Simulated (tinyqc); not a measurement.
Inside a calculation: carrier statistics of a doped semiconductor with parabolic bands. Values are carried at full precision from step to step, so a last printed digit may differ when a step is redone from the rounded ones.

Constants: kB = 8.617333262e-05 eV/K; hbar^2/2m0 = 3.80998211 eV angstrom^2.

Inputs chosen for the exercise (near those of Ge; not measured data): Eg0 = 0.7319 eV (gap at 0 K); al = 0.000483 eV/K (Varshni alpha); be = 225 K (Varshni beta); T = 350 K; ml = 1.66 m0 (longitudinal electron mass); mt = 0.0859 m0 (transverse electron mass); Mv = 4 (equivalent valleys); mhh = 0.347 m0 (heavy-hole mass); mlh = 0.0417 m0 (light-hole mass); ND = 2.4e+15 1/cm^3 (donors); NA = 1.4e+15 1/cm^3 (acceptors); ED = 0.0124 eV (donor level below Ec); EA = 0.0116 eV (acceptor level above Ev).

## Gap and thermal energy

Eg(T) = Eg0 - al T^2/(T + be) (Varshni).

Eg = 0.62900 eV
kT = 0.030161 eV

The gap has shrunk by 102.9 meV from 0 K and is 20.9 kT wide.

## Effective densities of states

m_de = Mv^(2/3) (ml mt^2)^(1/3); m_dh = (mhh^(3/2) + mlh^(3/2))^(2/3); N = 2 (m kB T/(4 pi c))^(3/2) with c = hbar^2/2m0, in 1/angstrom^3; times 1e24 for 1/cm^3.

m_de = 0.5809 m0
m_dh = 0.3566 m0
Nc = 1.3999e+19 1/cm^3
Nv = 6.7331e+18 1/cm^3

The light holes supply 4.0 % of Nv, and Nc/Nv = 2.08.

## Intrinsic density and level

With Boltzmann statistics ni = sqrt(Nc Nv) exp(-Eg/2kT) and Ei = Eg/2 + (kT/2) ln(Nv/Nc), counted from Ev.

ni = 2.87e+14 1/cm^3
Ei = 0.3035 eV

Ei lies 11.0 meV below midgap, towards the band with the smaller density of states.

## Neutrality by bisection

Energies are counted from Ev, so Ec = Eg. n = Nc F_1/2((EF - Eg)/kT), p = Nv F_1/2(-EF/kT), ND+ = ND/(1 + 2 exp((EF - Eg + ED)/kT)), NA- = NA/(1 + 4 exp((EA - EF)/kT)); neutrality asks p + ND+ = n + NA-. F_j(eta) = (1/Gamma(j + 1)) integral_0^infinity x^j dx/(1 + exp(x - eta)), which tends to exp(eta) for eta << 0.

Start from the bracket [-0.2 eV, Eg + 0.2 eV]; at the midpoint EF take the sign of p + ND+ - n - NA-; where it is positive EF must rise. Fourteen steps are shown.

Bisection (eV, 1/cm^3):
```
step       low     high       EF         n         p       ND+       NA-  sign
1     -0.20000  0.82900  0.31450  4.14e+14  1.99e+14  2.40e+15  1.40e+15     +
2      0.31450  0.82900  0.57175  1.99e+18  3.94e+10  1.65e+15  1.40e+15     -
3      0.31450  0.57175  0.44312  2.95e+16  2.80e+12  2.38e+15  1.40e+15     -
4      0.31450  0.44312  0.37881  3.50e+15  2.36e+13  2.40e+15  1.40e+15     -
5      0.31450  0.37881  0.34666  1.20e+15  6.86e+13  2.40e+15  1.40e+15     -
6      0.31450  0.34666  0.33058  7.06e+14  1.17e+14  2.40e+15  1.40e+15     +
7      0.33058  0.34666  0.33862  9.22e+14  8.96e+13  2.40e+15  1.40e+15     +
8      0.33862  0.34666  0.34264  1.05e+15  7.84e+13  2.40e+15  1.40e+15     +
9      0.34264  0.34666  0.34465  1.13e+15  7.34e+13  2.40e+15  1.40e+15     -
10     0.34264  0.34465  0.34364  1.09e+15  7.59e+13  2.40e+15  1.40e+15     -
11     0.34264  0.34364  0.34314  1.07e+15  7.71e+13  2.40e+15  1.40e+15     +
12     0.34314  0.34364  0.34339  1.08e+15  7.65e+13  2.40e+15  1.40e+15     -
13     0.34314  0.34339  0.34326  1.08e+15  7.68e+13  2.40e+15  1.40e+15     +
14     0.34326  0.34339  0.34333  1.08e+15  7.66e+13  2.40e+15  1.40e+15     -
```

Each step halves the bracket, which is 0.126 meV wide at the last row.

## The neutral state

Solve the neutrality condition for EF to convergence.

EF = 0.3433 eV
n = 1.08e+15 1/cm^3
p = 7.68e+13 1/cm^3
ND+ = 2.40e+15 1/cm^3
NA- = 1.40e+15 1/cm^3

The material is n-type; 100.0 % of the donors are ionised. EF lies 9.47 kT inside the gap from the conduction edge, so Boltzmann statistics would serve; n p/(Nc Nv exp(-Eg/kT)) = 1.000.

## Checks

- F_1/2(1) by the trapezoid rule against adaptive quadrature: both 1.575641.
- Positive against negative charge at the solution (1/cm^3): both 2.47621e+15.

Run: tinyqc, `OMP_NUM_THREADS=1 python tinyqc.py 1650277 1650278 out.jsonl`; Intel(R) Xeon(R) Processor @ 2.30GHz, one thread, shared host; about 0.01 s of CPU time with all checks.
